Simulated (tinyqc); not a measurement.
Screening of the starting offset: band offset of a heterojunction with an interface dipole (two-band chains, self-consistent charge).

Sites alternate A, C. Left: A at -G1/2, C at +G1/2, hopping -t1; right: A at D - G2/2, C at D + G2/2, hopping -t2; the bonds across the two interfaces of a ring (C left to A right, C right to A left) have -sqrt(t1 t2). D is the offset of the mid-gaps, so Ev(right) - Ev(left) = D - (G2 - G1)/2 and Ec(right) - Ec(left) = D + (G2 - G1)/2. The closing bond has its sign reversed (antiperiodic ring). Half the levels are filled with two electrons each. The charge moved is q = (electrons on the left) less one a site; the mean over the two interfaces, q/2, is taken as the charge that crosses each, and its dipole opposes the offset: D = D0 - u q/2.

From here on the ring has 24 cells a side.

Values chosen for the exercise (gaps near those of InGaAs and InP; the chains and D0 are free models, so the offsets are not those of the real pair; not measured data):
```
symbol  value  unit  meaning
G1      0.77   eV    gap on the left
G2      1.32   eV    gap on the right
t1      1.67   eV    hopping on the left
t2      1.98   eV    hopping on the right
u       3.2    eV    potential step per electron moved across
```

chi = 0.515035 1/eV

D0 is varied; the self-consistent D is found by bisection. chi = dq/dD at D = 0; the linear rule is D = S D0 with S = 1/(1 + u chi/2). The gap of the junction closes (type III) at |D| = (G1 + G2)/2.

Against D0:
```
2 D0/(G1 + G2)  D0 (eV)  q at D0   D (eV)    D/D0  linear (eV)
-0.85            -0.888  -0.5309  -0.4787  0.5389      -0.4870
-0.55            -0.575  -0.3127  -0.3129  0.5443      -0.3151
-0.30            -0.314  -0.1640  -0.1715  0.5471      -0.1719
-0.15            -0.157  -0.0810  -0.0859  0.5479      -0.0859
0.10              0.104   0.0539   0.0573  0.5481       0.0573
0.25              0.261   0.1360   0.1430  0.5474       0.1432
0.50              0.522   0.2815   0.2848  0.5450       0.2864
0.80              0.836   0.4890   0.4514  0.5400       0.4583
0.95              0.993   0.6307   0.5327  0.5366       0.5443
```

D/D0 lies between 0.537 and 0.548, against S = 0.548 from chi at D = 0; the linear rule misses by at most 12 meV. q is odd in D. Less than half of the starting offset is screened, so the natural line-up still counts most.

tinyqc: `OMP_NUM_THREADS=1 python tinyqc.py 1482152 1482153 out.jsonl`; about 0.3 s, one thread, shared Intel(R) Xeon(R) Processor @ 2.30GHz.
